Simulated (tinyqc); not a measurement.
A particle near a wafer in liquid: double-layer and van der Waals forces (DLVO), deposition barrier and removal: one step, computed by the program tinyqc. Command: `OMP_NUM_THREADS=1 python tinyqc.py 3110618 3110619 out.jsonl dlvo walk`. One thread of a shared host (Intel(R) Xeon(R) Processor @ 2.30GHz), about 0.01 s of CPU time with the checks.

Sphere and flat wall, Derjaguin approximation, constant potentials in the linear-superposition form, no retardation and no hydration force.

Task: Screening. kappa^2 = 2 z^2 e^2 N_A (1000 c)/(eps eps_0 k_B T); gamma_i = tanh(z e psi_i/(4 k_B T)); Z = 64 pi eps eps_0 (k_B T/(z e))^2 gamma_1 gamma_2.

Inputs (values chosen for the exercise, of the order of those for silicon nitride on silicon in water):
```
quantity                            value   unit
particle radius R                      18     nm
potential of the particle psi_1        57     mV
potential of the wafer psi_2          -47     mV
salt concentration c               0.0072  mol/L
valence z of the symmetric salt         1      -
temperature T                         298      K
dielectric constant of the liquid    78.4      -
```

Constants: e = 1.602176634e-19 C; N_A = 6.02214076e+23 1/mol; eps_0 = 8.8541878128e-12 F/m; k_B = 1.380649e-23 J/K; k_B = 8.617333262e-05 eV/K.

Give: kappa; Debye length; gamma_1; gamma_2; Z; kappa R.

Result:

kappa = 0.2792 1/nm

Debye length = 3.582 nm

gamma_1 = 0.5042

gamma_2 = -0.4281

Z = -19.87 pN

kappa R = 5.025

Opposite signs: the double layers attract.
